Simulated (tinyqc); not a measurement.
# Surface potential of a MOS transistor: implicit equation and explicit approximations: what changes with what

p-type body, charge-sheet picture, depletion and inversion only, full ionisation (an idealisation for deep acceptors), Boltzmann statistics (rough once Na exp(x - xn) passes about Nc/7). In units of Vt: xg = (Vg - Vfb)/Vt, x = psi/Vt, G = gamma/sqrt(Vt), xn = (2 phiF + Vc)/Vt. The implicit equation is (xg - x)^2 = G^2 [x - 1 + exp(x - xn)] for x above about 3. Cox = eps0 eox/tox.

Values chosen for this exercise; band and dielectric values close to those of silicon: temperature T = 250 K; band gap Eg = 1.12 eV; relative permittivity eps_r = 11.5; conduction-band density of states at T Nc = 2.17e19 cm^-3; valence-band density of states at T Nv = 2.05e19 cm^-3; relative permittivity of the gate insulator (close to silicon nitride) eox = 7.31; insulator thickness tox = 21 nm; acceptor density Na = 1e17 cm^-3; flat-band voltage Vfb = -0.71 V; channel-body voltage Vc = 0.2 V; gate-body voltage Vg = 1.35 V.

Constants: q = 1.602176634e-19 C, kB = 1.380649e-23 J/K, Vt = kB T/q, eps0 = 8.8541878128e-14 F/cm where lengths are in cm. Results are converted to the units shown.

Each table varies one quantity; the others keep the values above.

## Accuracy of the approximations against gate voltage

ni = sqrt(Nc Nv) exp(-Eg/(2 Vt)), Eg in volts; phiF = Vt ln(Na/ni); gamma = sqrt(2 q eps0 eps_r Na)/Cox; VT = Vfb + Vt (xn + G sqrt(xn - 1)). Depletion value a = 1 + [sqrt(G^2/4 + xg - 1) - G/2]^2; inversion value b = xn + ln[(xg - xn)^2/G^2 - xn + 1] and first guess y = min(a, b) - ln(1 + exp(-|a - b|)) if a > xn + 1, else b = y = a; one second-order correction with D = exp(y - xn), p = 2 (xg - y) + G^2 (1 + D), w = (xg - y)^2 - G^2 (y - 1 + D): z = y + 2 w/(p + sqrt(p^2 - 2 (2 - G^2 D) w)), or the Newton step z = y + w/p where the root is not real. N_inv = (Cox Vt G/q) [sqrt(x - 1 + exp(x - xn)) - sqrt(x - 1)] at the root. Lambert form (Cox m Vt/q) W0[(G/(2 m sqrt(xn - 1))) exp((Vg - VT)/(m Vt))], m = 1 + G/(2 sqrt(xn - 1)). Errors under 1e-4 mV, and the linear form below VT, are printed as 0.

Accuracy of the approximations against gate voltage:

| Vg (V) | psi (V) | x - xn | error of y (mV) | error of z (mV) | N_inv (cm^-2) | Cox (Vg - VT)/q (cm^-2) | Lambert form (cm^-2) |
|---|---|---|---|---|---|---|---|
| 0.59 | 0.7872 | -14.03 | 0 | 0 | 1.121e4 | 0 | 7338 |
| 0.79 | 0.9387 | -6.995 | 4.62e-3 | 0 | 1.162e7 | 0 | 1.015e7 |
| 0.99 | 1.089 | -0.03378 | 4.58 | -7.12e-3 | 1.131e10 | 9.514e9 | 1.135e10 |
| 1.19 | 1.156 | 3.096 | 11.9 | -0.928 | 2.301e11 | 3.943e11 | 2.349e11 |
| 1.39 | 1.178 | 4.114 | 7.94 | -0.235 | 5.611e11 | 7.790e11 | 5.723e11 |
| 1.59 | 1.191 | 4.718 | 6.09 | -0.0990 | 9.140e11 | 1.164e12 | 9.311e11 |
| 1.79 | 1.201 | 5.156 | 5.05 | -0.0544 | 1.276e12 | 1.548e12 | 1.298e12 |
| 1.99 | 1.208 | 5.504 | 4.37 | -0.0343 | 1.642e12 | 1.933e12 | 1.670e12 |
| 2.19 | 1.214 | 5.795 | 3.88 | -0.0236 | 2.012e12 | 2.318e12 | 2.044e12 |

Read the table: what changes, and by how much?

psi rises from 0.787 to 1.21 V and ends 5.8 Vt above 2 phiF + Vc. Among the rows the first guess is off by at most 12 mV (at Vg = 1.19 V) and the corrected value by at most 0.93 mV. In the last row the linear form is 15 % above N_inv and the Lambert form 1.6 % above it; in the first row the Lambert form is 35 % below it. For Vg = 1.39, 1.59, 1.79, 1.99, 2.19 the electron quasi-Fermi level lies less than 2 Vt below the band edge at the surface, or above it, where degeneracy and confinement, left out, matter.

## Effect of the acceptor density at fixed gate voltage

Same model as above.

Vfb is held fixed.

Effect of the acceptor density at fixed gate voltage:

| Na (cm^-3) | psi (V) | x - xn | error of y (mV) | error of z (mV) | N_inv (cm^-2) | Cox (Vg - VT)/q (cm^-2) | Lambert form (cm^-2) |
|---|---|---|---|---|---|---|---|
| 3.3e15 | 1.119 | 8.182 | 7.52 | -0.207 | 1.596e12 | 1.953e12 | 1.665e12 |
| 7.3e15 | 1.135 | 7.335 | 7.06 | -0.166 | 1.459e12 | 1.786e12 | 1.513e12 |
| 1.6e16 | 1.150 | 6.473 | 6.73 | -0.140 | 1.272e12 | 1.571e12 | 1.311e12 |
| 3.5e16 | 1.164 | 5.550 | 6.70 | -0.137 | 1.011e12 | 1.280e12 | 1.038e12 |
| 7.6e16 | 1.174 | 4.457 | 7.58 | -0.203 | 6.502e11 | 8.798e11 | 6.642e11 |
| 1.7e17 | 1.164 | 2.385 | 11.5 | -0.707 | 1.533e11 | 2.879e11 | 1.560e11 |
| 3.7e17 | 0.9650 | -8.392 | 1.79e-3 | 0 | 5.452e6 | 0 | 4.396e6 |
| 8e17 | 0.6973 | -22.36 | 0 | 0 | 8.136 | 0 | 1.692 |

As Na goes from 3.3e15 to 8e17, psi goes from 1.12 through a maximum of 1.17 (at Na = 7.6e16 among the rows listed) to 0.697 V, x - xn falls from 8.18 to -22.4 and N_inv falls from 1.60e12 to 8.14 cm^-2. The Lambert form lies between 0.208 and 1.04 times N_inv. For Na = 3.3e15, 7.3e15, 1.6e16, 3.5e16, 7.6e16 the electron quasi-Fermi level lies less than 2 Vt below the band edge at the surface, or above it, where degeneracy and confinement, left out, matter.

tinyqc, about 0.01 s, one thread, Intel Xeon 2.30GHz (shared host): `OMP_NUM_THREADS=1 python tinyqc.py 2122149 2122150 out.jsonl`
